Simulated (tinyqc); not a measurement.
Empirical pseudopotential in a few plane waves, step by step. Computed by tinyqc, a small Python program that keeps every step. Settings: plane-wave index or count = 15. Command: `OMP_NUM_THREADS=1 python tinyqc.py 23781 23782 out.jsonl` (the two numbers bound the seeds that draw the settings). One thread of a shared host (Intel(R) Xeon(R) Processor @ 2.60GHz), about 0.2 s of CPU time with the checks.

## Bloch Hamiltonian at G

Parameters chosen for this model: fcc lattice, atoms at +/- a/8 (1,1,1); form factors in rydberg at |G|^2 in units of (2 pi/a)^2:
```
parameter                 value      unit
a                      5.400000  angstrom
VS(3)                 -0.240000        Ry
VS(8)                  0.000000        Ry
VS(11)                 0.056000        Ry
VA(3)                  0.096000        Ry
VA(4)                  0.076000        Ry
VA(11)                 0.037000        Ry
hbar^2/2m (2 pi/a)^2   5.158164        eV
```

k point G (2 pi / a): 0  0  0

Basis: the 15 shortest G (labels in 2 pi/a), the same at every k. H(G,G') = c |k + G|^2 delta + VS(|G-G'|^2) cos((G-G').tau) + i VA sin((G-G').tau), tau = a/8 (1,1,1); 1 Ry = 13.605693 eV.

H(k) at G (eV), lower triangle (Hermitian):
```
                   +0+0+0             -1-1-1             -1-1+1             -1+1-1
+0+0+0            0.00000
-1-1-1   2.30896-0.92359i           15.47449
-1-1+1  -2.30896-0.92359i   0.00000+1.03403i           15.47449
-1+1-1  -2.30896-0.92359i   0.00000+1.03403i            0.00000           15.47449
-1+1+1  -2.30896+0.92359i            0.00000   0.00000+1.03403i   0.00000+1.03403i
+1-1-1  -2.30896-0.92359i   0.00000+1.03403i            0.00000            0.00000
+1-1+1  -2.30896+0.92359i            0.00000   0.00000+1.03403i            0.00000
+1+1-1  -2.30896+0.92359i            0.00000            0.00000   0.00000+1.03403i
+1+1+1   2.30896+0.92359i            0.00000            0.00000            0.00000
-2+0+0   0.00000-1.03403i  -2.30896+0.92359i  -2.30896-0.92359i  -2.30896-0.92359i
+0-2+0   0.00000-1.03403i  -2.30896+0.92359i  -2.30896-0.92359i   0.53876-0.35597i
+0+0-2   0.00000-1.03403i  -2.30896+0.92359i   0.53876-0.35597i  -2.30896-0.92359i
+0+0+2   0.00000+1.03403i  -0.53876-0.35597i   2.30896+0.92359i  -0.53876+0.35597i
+0+2+0   0.00000+1.03403i  -0.53876-0.35597i  -0.53876+0.35597i   2.30896+0.92359i
+2+0+0   0.00000+1.03403i  -0.53876-0.35597i  -0.53876+0.35597i  -0.53876+0.35597i

                   -1+1+1             +1-1-1             +1-1+1             +1+1-1
-1+1+1           15.47449
+1-1-1            0.00000           15.47449
+1-1+1            0.00000   0.00000+1.03403i           15.47449
+1+1-1            0.00000   0.00000+1.03403i            0.00000           15.47449
+1+1+1   0.00000+1.03403i            0.00000   0.00000+1.03403i   0.00000+1.03403i
-2+0+0   2.30896-0.92359i   0.53876-0.35597i  -0.53876-0.35597i  -0.53876-0.35597i
+0-2+0  -0.53876-0.35597i  -2.30896-0.92359i   2.30896-0.92359i  -0.53876-0.35597i
+0+0-2  -0.53876-0.35597i  -2.30896-0.92359i  -0.53876-0.35597i   2.30896-0.92359i
+0+0+2  -2.30896+0.92359i  -0.53876+0.35597i  -2.30896+0.92359i   0.53876+0.35597i
+0+2+0  -2.30896+0.92359i  -0.53876+0.35597i   0.53876+0.35597i  -2.30896+0.92359i
+2+0+0   0.53876+0.35597i   2.30896+0.92359i  -2.30896+0.92359i  -2.30896+0.92359i

                   +1+1+1    -2+0+0    +0-2+0    +0+0-2
+1+1+1           15.47449
-2+0+0  -0.53876+0.35597i  20.63266
+0-2+0  -0.53876+0.35597i   0.00000  20.63266
+0+0-2  -0.53876+0.35597i   0.00000   0.00000  20.63266
+0+0+2  -2.30896-0.92359i   0.00000   0.00000   0.00000
+0+2+0  -2.30896-0.92359i   0.00000   0.00000   0.00000
+2+0+0  -2.30896-0.92359i   0.00000   0.00000   0.00000

          +0+0+2    +0+2+0    +2+0+0
+0+0+2  20.63266
+0+2+0   0.00000  20.63266
+2+0+0   0.00000   0.00000  20.63266
```

## Levels at G

Diagonalise the Hermitian matrix.

eigenvalues (eV): -4.17898  11.27527  11.27527  11.27527  11.37900  15.98275  15.98275  15.98275  19.16231  20.63266  20.63266  24.32361  24.32361  24.32361  25.21930

## Bands along a path

The same steps at evenly spaced points between the labelled ones.

Bands along the path (eV), lowest eight:
```
k           band 1    band 2    band 3    band 4    band 5    band 6    band 7    band 8
L         -2.35016   4.53297  10.57574  10.57574  12.53394  16.54647  16.54647  19.31472
L-G 0.25  -2.92920   5.38480  10.55616  10.55616  12.57226  16.56881  16.56881  19.53548
L-G 0.50  -3.56621   7.03097  10.77038  10.77038  12.91112  16.71208  16.71208  17.70495
L-G 0.75  -4.01864   9.12444  11.09832  11.09832  12.90802  16.03757  16.32826  16.32826
G         -4.17898  11.27527  11.27527  11.27527  11.37900  15.98275  15.98275  15.98275
G-X 0.25  -3.96500   9.04762  10.72207  10.72207  13.68918  15.01022  16.95157  16.95157
G-X 0.50  -3.35864   7.07507   9.82680   9.82680  13.41387  14.90962  18.11743  19.06089
G-X 0.75  -2.49722   5.48543   9.24228   9.24228  12.60512  13.62547  20.84308  21.62468
X         -1.72326   4.59023   9.16249   9.16249  12.35110  13.17105  24.10946  24.51756
```

With 4 band(s) filled, the highest filled level on these points lies at G and the lowest empty one at G: a gap of 0.1037 eV, direct. This holds for the small fixed basis; with all plane waves up to |k + G|^2 = 21 (2 pi/a)^2 the gap along the path is 0.20 eV.

## Convergence with the number of plane waves

Levels at G counted from the fourth one.

Levels (eV):
```
plane waves    level 1  level 5  level 8
9            -17.50318  0.40477  2.06807
15           -15.45425  0.10373  4.70748
27           -14.63941  0.25271  5.11386
51           -14.34476  0.16261  5.43715
59           -14.30473  0.18592  5.31963
65           -14.29014  0.17897  5.30502
89           -14.27770  0.18061  5.31405
```
